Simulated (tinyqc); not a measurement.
Against the Fermi level: single-band model of a thermoelectric material. Computed by tinyqc, a small Python program. Command: `OMP_NUM_THREADS=1 python tinyqc.py 3000771 3000772 out.jsonl thermo walk`. One thread of a shared host (Intel(R) Xeon(R) Processor @ 2.30GHz), about 0.01 s of CPU time with the checks.

One spherical band, one scattering law, no minority carriers and no phonon drag. In a real material minority carriers limit |S| to about E_g/(2 e T), so larger values are formal. eta = E_F/(k_B T) is counted from the band edge; f = 1/(1 + exp(x - eta)).

Inputs (values chosen for the exercise, modelled on n-type PbTe): density-of-states mass m = 0.28 m_0; mobility parameter mu_300 = 1600 cm^2/(V s); temperature exponent p = 1.5; lattice thermal conductivity kappa_L = 1.1 W/(m K); temperature T = 780 K.

Band: parabolic. Scattering: acoustic phonons, r = -0.5.

Constants: k_B = 8.617333262e-05 eV/K; e = 1.602176634e-19 C; m_0 = 9.1093837015e-31 kg; k_B = 1.380649e-23 J/K; hbar = 1.054571817e-34 J s.

Method:
- With x = E/(k_B T), a = alpha k_B T (0 for a parabolic band), G = x (1 + a x), D = 1 + 2 a x and <y> = int y f (1 - f) dx, f = 1/(1 + exp(x - eta)): tau = tau_0 G^r/D; transport function s = G^(3/2 + r)/D^2; n = N_0 <G^(3/2)> with N_0 = (2 m k_B T)^(3/2)/(3 pi^2 hbar^3).
- Integrals over x = E/(k_B T) use 160 Gauss-Legendre points in u = sqrt(x) from 0 to sqrt(max(eta, 0) + 32).
- sigma = e mu_0 N_0 <s> with mu_0 = e tau_0/m = mu_300 (T/300 K)^(-p); |S| = (k_B/e)(<x s>/<s> - eta); Lorenz number L = (k_B/e)^2 (<x^2 s>/<s> - (<x s>/<s>)^2); kappa_e = L sigma T; zT = S^2 sigma T/(kappa_L + kappa_e).

The same material at other dopings:
```
eta  n (1/cm^3)  |S| (microvolt/K)  sigma (S/cm)  power factor (microwatt/(cm K^2))       zT
-4   2.8366e+17             517.82    1.3013e+01                              3.489  0.24407
-3   7.6274e+17             432.97    3.4836e+01                              6.530  0.44659
-2   2.0154e+18             350.24    9.1004e+01                             11.163  0.72135
-1   5.1094e+18             272.49    2.2460e+02                             16.676  0.94921
0    1.1927e+19             204.50    4.9697e+02                             20.784  0.93964
1    2.4560e+19             150.88    9.4157e+02                             21.433  0.70674
2    4.4014e+19             112.39    1.5250e+03                             19.262  0.45421
4    1.0150e+20              68.22    2.8809e+03                             13.406  0.18008
6    1.7842e+20              46.95    4.3036e+03                              9.485  0.08577
10   3.7541e+20              28.35    7.1698e+03                              5.760  0.03139
```

What does the comparison show, and why?

|S| falls and sigma rises with eta, so their product S^2 sigma peaks: among these rows at eta = 1, and zT at eta = -1, where |S| = 272 microvolt/K. zT stays above 90 % of its best row from n = 5.1e18 to 1.2e19 per cm^3.

Extremes, crossings and ranges named in words are read from the listed rows.
